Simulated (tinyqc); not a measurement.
Growing the supercell: Koster-Slater impurity in a tight-binding band, by Green functions and by supercells. Computed by tinyqc, a small Python program. Command: `OMP_NUM_THREADS=1 python tinyqc.py 3010524 3010525 out.jsonl kosterslater sweep`. One thread of a shared host (Intel(R) Xeon(R) Processor @ 2.30GHz), about 0.08 s of CPU time with the checks.

One orbital per site, e(k) = -2 t sum cos(k_i) over 3 direction(s), band from -6 t to 6 t, lattice constant 1. One site has the extra energy U. Spin is left out.

Inputs (values chosen for the exercise, for a model band): hopping t = 0.38 eV; impurity potential U = -1.65 eV.

Lattice: simple cubic.

Method:
- Outside the band G0(E) = (1/pi) int_0^pi dk (2/(pi z)) K(16 t^2/z^2), z = E + 2 t cos k, K the complete elliptic integral with parameter m; 200 Gauss-Legendre points.
- A bound state solves 1/U = G0(E).
- Bisection in ln(distance from the edge) between 1e-5 t and |U| + t. Weight on the impurity site: -1/(U^2 dG0/dE), by a central difference with step min(1e-4 t, distance/30). Decay length along an axis: 1/arccosh(1 + distance/(2 t)).
- In a periodic cell of N sites along each direction with Bloch vector K, the level solves 1/U = N^-d sum_k 1/(E - e(k)), k_i = (2 pi m_i + K_i)/N, m_i = 0..N-1; the outermost root on the side of U is taken (bisection). d is the number of directions. Gamma means K_i = 0, the zone corner K_i = pi, the quarter point K_i = pi/2.
- The error is measured against the isolated level E_b.

One run for each value; columns: (1) supercell edge N (sites); (2) error at Gamma (eV); (3) width between Gamma and the corner (eV); (4) level at Gamma (eV); (5) level at the quarter point (eV):
```
(1)       (2)     (3)      (4)      (5)
2    -0.41440  1.0727  -2.7227  -2.2035
3    -0.17705  0.4047  -2.4854  -2.2749
4    -0.09557  0.2004  -2.4039  -2.2947
5    -0.05815  0.1147  -2.3665  -2.3021
6    -0.03782  0.0712  -2.3461  -2.3053
8    -0.01768  0.0313  -2.3260  -2.3075
10   -0.00875  0.0150  -2.3171  -2.3081
```

Over the rows, error at Gamma (eV) rises from -0.414 to -0.00875 (exponent d ln y / d ln x -2.1 between the first rows and -3.2 between the last); width between Gamma and the corner (eV) falls from 1.07 to 0.0150 (exponent d ln y / d ln x -2.4 between the first rows and -3.3 between the last); level at Gamma (eV) rises from -2.72 to -2.32 (exponent d ln y / d ln x -0.22 between the first rows and -0.017 between the last).

Extremes, crossings and ranges named in words are read from the listed rows.
